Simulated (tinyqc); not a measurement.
Spin coating of a resist or spin-on film: centrifugal thinning, evaporation and the final thickness (Emslie and Meyerhofer models): one step, computed by the program tinyqc.

A Newtonian film stays uniform over the wafer; solvent and solids have the same density and the concentration is uniform through the thickness.

Task: Thinning without evaporation. dh/dt = -K h^3 gives h = h0/sqrt(1 + 2 K h0^2 t); for long times h = 1/sqrt(2 K t).

Inputs (values chosen for the exercise, of the order of those of a polymer resist in an ester solvent): starting thickness h0 = 900 micrometre; time t = 0.7 s.

flow constant K = 0.001107558 1/(micrometre^2 s)

Give: h(t) without evaporation; long-time form; time 1/(2 K h0^2).

Result:

h(t) without evaporation = 25.39 micrometre

long-time form = 25.40 micrometre

time 1/(2 K h0^2) = 5.573e-04 s

The long-time form is within 0.040 %: the starting thickness is forgotten. Caution: above a Reynolds number of about 3e5 the air flow near the rim turns turbulent, and evaporation is no longer uniform.
